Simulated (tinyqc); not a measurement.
The C-V curve with and without traps: MOS capacitor with interface traps: C-V stretch-out, conductance peak and subthreshold swing. Computed by tinyqc, a small Python program. Command: `OMP_NUM_THREADS=1 python tinyqc.py 3001584 3001585 out.jsonl mostraps walk`. One thread of a shared host (Intel(R) Xeon(R) Processor @ 2.30GHz), about 0.01 s of CPU time with the checks.

Energies at the interface are counted from the valence band. psi > 0 means bending towards depletion, so the surface potential is +psi. Boltzmann statistics, full ionisation, no quantum confinement. Traps are neutral when filled up to E_n, with a sharp (zero-temperature) occupation.

Inputs (values chosen for the exercise, for a model semiconductor):
```
quantity                            value         unit
gap E_g                              1.16           eV
electron mass m_e                  0.0769          m_0
valleys M_c                             1            -
hole mass m_h                       0.603          m_0
dielectric constant eps_s            11.2            -
doping N                          4.8e+15        cm^-3
insulator constant eps_ox            3.94            -
insulator thickness t_ox               59           nm
work-function difference phi_ms     0.061            V
fixed charge N_f                 -1.8e+10        cm^-2
trap density D_0                  4.1e+11  cm^-2 eV^-1
neutrality level E_n                0.431           eV
temperature T                         350            K
peak density D_1                  1.9e+12  cm^-2 eV^-1
peak width w                         0.12           eV
peak position E_p                   0.493           eV
```

Substrate: p-type. Trap spectrum: flat plus a Gaussian peak.

Constants: m_0 = 9.1093837015e-31 kg; k_B = 1.380649e-23 J/K; h = 6.62607015e-34 J s; k_B = 8.617333262e-05 eV/K; eps_0 = 8.8541878128e-12 F/m; e = 1.602176634e-19 C.

Method:
- N_c = 2 M_c (2 pi m_e k_B T/h^2)^(3/2) and N_v = 2 (2 pi m_h k_B T/h^2)^(3/2), masses in units of m_0.
- n_i = sqrt(N_c N_v) exp(-E_g/2 k_B T); E_F = k_B T ln(N_v/N); phi_B = (k_B T/e) ln(N/n_i); L_D = sqrt(eps_s eps_0 k_B T/(e^2 N)); C_ox = eps_ox eps_0/t_ox.
- With u = psi/k_B T and r = (n_i/N)^2: F = sqrt(exp(-u) + u - 1 + r (exp(u) - u - 1)); Q_s = -sign(u) sqrt(2) eps_s eps_0 (k_B T/e) F/L_D; C_s = (eps_s eps_0/(sqrt(2) L_D)) |1 - exp(-u) + r (exp(u) - 1)|/F; at high frequency, below strong inversion, the terms in r are dropped.
- D(E) = D_0 + D_1 exp(-(E - E_p)^2/2 w^2).
- E_F at the interface is E_s = E_F + psi; Q_it = -e int from E_n to E_s of D(E) dE; C_it = e D(E_s) (per volt); V_G = phi_ms + psi - (Q_s + Q_it + e N_f)/C_ox.
- C/C_ox = 1/(1 + C_ox/(C_s + C_it)) at low frequency; without traps C_it = Q_it = 0; the high-frequency column uses C_s(HF) alone.

k_B T = 0.0301607 eV

phi_B = 0.384267 V

n_i = 1.40619e+10 cm^-3

Debye length L_D = 62.3631 nm

bulk E_F = 0.242318 eV

C_ox = 0.0591280 microF/cm^2

Along the curve:
```
psi (V)  E_s (eV)  V_G (V)  V_G, no traps (V)  C_LF/C_ox  C_LF/C_ox, no traps  C_HF/C_ox  D (cm^-2 eV^-1)
-0.0754    0.1669  -1.0607            -0.3036    0.89425              0.87830    0.87830       4.5735e+11
0.0151     0.2574  -0.4608             0.1624    0.80592              0.69623    0.69623       6.8660e+11
0.1150     0.3573   0.0672             0.4179    0.83143              0.52482    0.52482       1.4126e+12
0.2240     0.4663   0.8331             0.6246    0.87315              0.42845    0.42845       2.2636e+12
0.3330     0.5753   1.6649             0.8063    0.85251              0.37505    0.37505       1.9117e+12
0.4420     0.6843   2.2511             0.9757    0.75431              0.33977    0.33977       9.4309e+11
0.5510     0.7933   2.6103             1.1375    0.64204              0.31410    0.31395       4.9293e+11
0.6600     0.9023   2.8973             1.2943    0.60839              0.29935    0.29385       4.1565e+11
0.7690     1.0113   3.1827             1.4582    0.65160              0.43145    0.27757       4.1017e+11
```

What does the comparison show, and why?

The same range of bending takes 4.243 V with traps and 1.762 V without: a stretch-out of 140.9 %. The minimum of C_LF/C_ox among these rows rises from 0.299 to 0.608. Fixed charge shifts both curves rigidly by +0.049 V, while the shift from trap charge changes sign where E_s passes E_n.

Extremes, crossings and ranges named in words are read from the listed rows.
